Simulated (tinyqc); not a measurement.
Inside a calculation: defect-molecule model of a vacancy with Jahn-Teller distortion. Values are carried at full precision from step to step, so a last printed digit may differ when a step is redone from the rounded ones.

Four dangling hybrids a, b, c, d point into the vacancy: H_ii = E0, and -gm between any two. A tetragonal distortion Q pairs a with b and c with d: those two couplings become -gm - I Q and the other four -gm + I Q/2, at an elastic cost k Q^2/2. The a1 level holds two electrons; charge states 2+, + and 0 put n = 0, 1, 2 more into the lowest level of t2 origin. Energy from the 2+ state at Q = 0, with the Fermi level mu counted from Ev: W_n(Q) = n (et - 2 I Q) + k Q^2/2 + Uc n (n - 1)/2 - n mu. et = E0 + gm is the undistorted t2 level.

Values chosen for the exercise (of the size used for the vacancy in silicon; not measured data):
- E0 = 0.02 eV (level of a dangling hybrid, from Ev)
- gm = 0.29 eV (coupling between two dangling hybrids)
- I = 1.12 eV/angstrom (Jahn-Teller coupling)
- k = 12.7 eV/angstrom^2 (force constant of the mode)
- Uc = 0.33 eV (repulsion of two electrons in one orbital)
- Q = 0.13 angstrom (a trial distortion)

## The molecule at a trial distortion

Fill in H at Q.

H (eV), lower triangle:
```
         a        b        c       d
a   0.0200
b  -0.4356   0.0200
c  -0.2172  -0.2172   0.0200
d  -0.2172  -0.2172  -0.4356  0.0200
```

## One-electron levels

Diagonalise. By symmetry: a + b + c + d at E0 - 3 gm, a + b - c - d at E0 + gm - 2 I Q, and the pair a - b, c - d at E0 + gm + I Q.

levels (eV): -0.8500  0.0188  0.4556  0.4556

The t2 triplet has split by 3 I Q = 0.4368 eV, and its centre has stayed.

## Relaxed charge states

Minimise W_n over Q: Q_n = 2 n I/k, gain n^2 E_JT with E_JT = 2 I^2/k. W_n at mu = 0 is n et - n^2 E_JT + Uc n (n - 1)/2.

E_JT = 0.1975 eV

States:

| n | charge | Q_n (angstrom) | gain (eV) | W_n (eV) |
|---|---|---|---|---|
| 0 | 2+ | 0.0000 | 0.0000 | 0.0000 |
| 1 | + | 0.1764 | 0.1975 | 0.1125 |
| 2 | 0 | 0.3528 | 0.7902 | 0.1598 |

## Transition levels and the effective U

From the energies W_n of the relaxed states with n = 0, 1, 2 electrons: E(2+/+) = W1 - W0, E(+/0) = W2 - W1, U_eff = E(+/0) - E(2+/+), E(2+/0) = (W2 - W0)/2.

levels above Ev (eV): (2+/+) 0.1125, (+/0) 0.0474, (2+/0) 0.0799

U_eff = -0.0651 eV

U_eff < 0: the second electron is bound more strongly than the first, the + state is never the lowest, and the charge changes by two at 0.0799 eV.

## Vertical against thermal levels

At fixed Q the level for adding the first electron is et - 2 I Q. Capture into 2+ at Q0 = 0 costs et; removal from + at Q1 = 2 I/k takes place at et - 2 E_JT, E_JT = 2 I^2/k; the thermal level lies between, and the Franck-Condon shift is E_JT on each side. et = E0 + gm.

levels (eV): vertical at Q0 0.3100, thermal 0.1125, vertical at Q1 -0.0851

Stokes shift = 0.3951 eV

## Checks

- W2 from the formula against a numerical minimum over Q with the level from H(Q): both 0.15983.

Program tinyqc; command `OMP_NUM_THREADS=1 python tinyqc.py 1451712 1451713 out.jsonl`; about 0.01 s on one thread of a shared Intel(R) Xeon(R) Processor @ 2.30GHz.
